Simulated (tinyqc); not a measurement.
Which substrate gives the strongest standing wave: standing waves and exposure in a photoresist film.

Values chosen for the exercise: lam = 248 nm (vacuum wavelength); n1 = 1.752 (resist index); A = 0.03 1/micrometre (bleachable absorption (Dill A)); B = 0.6 1/micrometre (fixed absorption (Dill B)).

r12 = (N1 - Ns)/(N1 + Ns) with N1 = n1 + i (A + B) lam/(4 pi), lam in micrometres, and Ns = ns + i ks chosen for the exercise, each substrate thick; contrast 2|r|/(1 + |r|^2); the intensity at the interface relative to the forward wave is |1 + r12|^2.

Results:

| case | ns | ks | \|r12\|^2 | contrast | phase (degrees) | \|1 + r12\|^2 |
|---|---|---|---|---|---|---|
| near Al | 0.187 | 2.866 | 0.8794 | 0.998 | -117.3 | 1.019 |
| near W | 3.421 | 2.770 | 0.3011 | 0.844 | -149.5 | 0.356 |
| near polySi | 1.660 | 2.708 | 0.3820 | 0.894 | -126.6 | 0.645 |
| near Si | 1.546 | 3.519 | 0.5285 | 0.951 | -133.6 | 0.526 |
| near Cu | 1.456 | 1.809 | 0.2436 | 0.794 | -110.2 | 0.902 |

What can be read from this table?

The strongest reflector is the case near Al (0.879) and the weakest near Cu (0.2436). The intensity at the interface depends on the phase too: it is lowest for the case near W (0.356, phase -149 degrees) and highest for near Al (1.019); a strong reflector with a phase of 180 degrees would put a node there.

Run: tinyqc, `OMP_NUM_THREADS=1 python tinyqc.py 1652084 1652085 out.jsonl`; Intel(R) Xeon(R) Processor @ 2.30GHz, one thread, shared host; about 0.01 s of CPU time with all checks.
